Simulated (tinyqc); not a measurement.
What moves the results: band offset from the macroscopic average of a supercell potential. A value that a table varies takes the place of the one given here.

A model of the planar-averaged electrostatic energy of an electron in a periodic cell of N1 periods of A (L1 = N1 n1 h) and N2 periods of B (L2 = N2 n2 h), on z_j = j h: V(z) = f VA + (1 - f) VB + F t(z), VA = V1[0] + V1[1] cos(2 pi z/(n1 h)) + V1[2] cos(4 pi z/(n1 h)), VB the same with V2, n2 and z - L1. f = [tanh(z/w) - tanh((z - L1)/w) + tanh((z - L1 - L2)/w)]/2 + 1/2; t(z) = z - L1/2 in A and (L1/L2)(L1 + L2/2 - z) beyond, so that the cell is periodic.

Running mean over n points, periodic: for odd n the plain mean of the n points centred on j; for even n the n + 1 points with half weight at both ends. The macroscopic average applies the mean over n1 points and then over n2 points.

dEv = Ev(A) - Ev(B) = Ev1 - (dV + Ev2); dEc = Ec(B) - Ec(A) = Eg2 - Eg1 - dEv. The correction of a gap, c = Eg[1] - Eg[0], lowers the valence top by fv c and leaves dV, a ground-state quantity, as it is. Type I: dEv and dEc of one sign; II: opposite signs; III: no overlap of the gaps.

Values chosen for the exercise (gaps near those of Si and SiO2; shifted at random, so the results belong to these values and not to a real crystal): h = 0.25 angstrom (grid step); n1 = 5 (grid points per period of A); n2 = 7 (grid points per period of B); V1 = (-11.25, 3.45, 0.56) eV (mean and two harmonics of the potential in A); V2 = (-10.65, 3.18, 0.74) eV (the same in B); w = 0.47 angstrom (width of the interfaces); N1 = 5 (periods of A); N2 = 5 (periods of B); F = 0 eV/angstrom (slope in A from opposite charges on the two interfaces); Ev1 = 4.44 eV (valence top of bulk A above its mean potential); Eg1 = (0.63, 1.11) eV (gap of A: semi-local value, corrected value); Ev2 = 0.97 eV (valence top of bulk B above its mean potential); Eg2 = (5.73, 9.09) eV (gap of B: semi-local value, corrected value).

## How thick the regions must be

N1 = N2 = N, no slope (F = 0); dV is read at j = floor(N n1/2) and N n1 + floor(N n2/2). The exact value is V2[0] - V1[0].

Results:
```
N  L1 (angstrom)  dV (eV)  error (meV)
1           1.25   0.0069      -593.06
2           2.50   0.5811       -18.88
3           3.75   0.5882       -11.76
4           5.00   0.5997        -0.34
5           6.25   0.6000        -0.03
6           7.50   0.6000         0.01
```

What can be read from the table?

The error is below 10 meV from N = 4 on. The two windows together span 3.00 angstrom and must fit between the interface tails, which fall as exp(-2 z/w); the errors at N = 2, 3 and 4 are -18.88, -11.76 and -0.34 meV.

## The choice of windows

dV read at j = 12 and 42 after means over the numbers of points listed; ripple is the spread over the five points around each.

Results:
```
windows  dV (eV)  ripple in A (meV)  ripple in B (meV)
none       0.814               6628               4222
5 only    -0.548                  0               1903
7 only    -0.060               1408                  0
6 only    -0.263                822                793
6, 8       0.706                139                 77
5, 7       0.600                  1                  0
```

Which rows can be used, and how does a wrong window show?

The last row matches both periods and lies 0 meV from the value of a thick cell, V2[0] - V1[0] = 0.600 eV. Against it the raw potential errs by +0.21 eV. No other row is within 20 meV of it. A window one point too long leaves a ripple of 822 meV in A, against 1 meV in the last row: the ripple is the sign to look for. Rows to use, with under 30 meV of ripple in both regions once the tilt is taken off: 5, 7. A row with a large ripple can hit the right value only by chance.

## Where the gap correction goes

dV = B - A = 0.6000 eV

fv1 and fv2 are varied.

Offsets (eV):
```
fv1  fv2    dEv    dEc
0.0  0.0  2.870  5.110
0.5  0.5  4.310  3.670
1.0  1.0  5.750  2.230
0.0  1.0  6.230  1.750
1.0  0.0  2.390  5.590
0.3  0.7  5.078  2.902
```

How do the results move?

dEv + dEc = 7.980 eV in every row, but dEv alone spans 3.84 eV, the sum of the two corrections. A scissor on the conduction bands alone (first row) keeps the semi-local dEv; with equal shares fv the shift is fv times the difference of the corrections, +2.88 eV, against their sum of 3.84 eV: little of the error cancels even if the shares are alike.

(tinyqc, `OMP_NUM_THREADS=1 python tinyqc.py 1880413 1880414 out.jsonl`, Intel(R) Xeon(R) Processor @ 2.30GHz, 1 thread, shared host, about 0.01 s.)
